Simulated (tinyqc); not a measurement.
Ferroelectric switching, Landau-Khalatnikov equation: one step of the calculation.

One domain: rho dP/dt = E - (2 al P + 4 be P^3), with al = -3 sqrt(3) Ec/(4 Pr), be = 3 sqrt(3) Ec/(8 Pr^3), so that the static loop has remanence Pr and coercive field Ec. With P in uC/cm^2, E in kV/cm, rho in ohm m and t in ns, dP/dt = [E - 2 al P - 4 be P^3]/(100 rho).

Task. One time step. The constant field E = Em acts from t = 0. Implicit Euler: P(new) solves P(new) = P + dt dP/dt(P(new)), a cubic with one real root; the rate listed is (P(new) - P)/dt.

Values chosen for this exercise; remanent polarisation and coercive field close to those of lead zirconate titanate films:
- Pr = 24 uC/cm^2 (remanent polarisation)
- rho = 2.2 ohm m (viscosity of the polarisation)
- Em = 190 kV/cm (field amplitude)
- dt = 8.1 ns (time step)

P at t = 0 = -24 uC/cm^2
al = -3.6806080 kV cm/uC
be = 0.0031949722 kV cm^5/uC^3

Give: dP/dt; P after step 1.

Result.

dP/dt = 0.62460 uC/(cm^2 ns)
P after step 1 = -18.941 uC/cm^2

tinyqc, about 0.08 s, one thread, Intel Xeon 2.30GHz (shared host): `OMP_NUM_THREADS=1 python tinyqc.py 2860060 2860061 out.jsonl`
